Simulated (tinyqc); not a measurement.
Oxidation of curved silicon (wires and holes): cylindrical Deal-Grove kinetics with stress-retarded reaction: one step, computed by the program tinyqc. Command: `OMP_NUM_THREADS=1 python tinyqc.py 3023371 3023372 out.jsonl wireox walk`. One thread of a shared host (Intel(R) Xeon(R) Processor @ 2.30GHz), about 0.02 s of CPU time with the checks.

Silicon fills r < a and oxide a < r < b. One volume of silicon gives 2.25 volumes of oxide, and the length is fixed.

Question. Rate at the start. Geometry: b^2 = b0^2 + 1.25 (a0^2 - a^2), b0 = a0 + x_i. Rate of oxide made per interface area: q = 1/[1/k + 2 a |ln(b/a)|/B], and |da/dt| = q/2.25. Reaction k = (B/A) exp(-sigma V_k/(k_B T)). New oxide pushes the old with radial speed u = 1.25 |da/dt| at r = a; the shear stress at radius r is s_c asinh(z a^2/r^2), z = 2 eta u/(a s_c) (Eyring flow), and the compressive normal stress at the interface is sigma = |int_a^b 2 s/r dr| = s_c |F(z) - F(z a^2/b^2)|, F(y) = int_0^y asinh(w)/w dw. q and sigma are solved together. 1 MPa angstrom^3 = 6.241509e-6 eV.

Inputs (values chosen for the exercise, close to those used for silicon in dry oxygen):
```
quantity                    value        unit
starting silicon radius a0     22          nm
starting oxide x_i              1          nm
critical shear stress s_c      62         MPa
activation volume V_k          14  angstrom^3
temperature T                 925           C
```

Shape: wire (convex).

B = 4757.677 nm^2/h

B/A = 19.64554 nm/h

low-stress viscosity eta = 5.222454e+14 Pa s

k_B T = 0.1032486 eV

Give: oxide radius b0; rate q without stress; normal stress sigma; factor on the reaction; rate q with stress.

Answer.

oxide radius b0 = 23 nm

rate q without stress = 19.49 nm/h

normal stress sigma = 46.04 MPa

factor on the reaction = 0.9618

rate q with stress = 18.75 nm/h
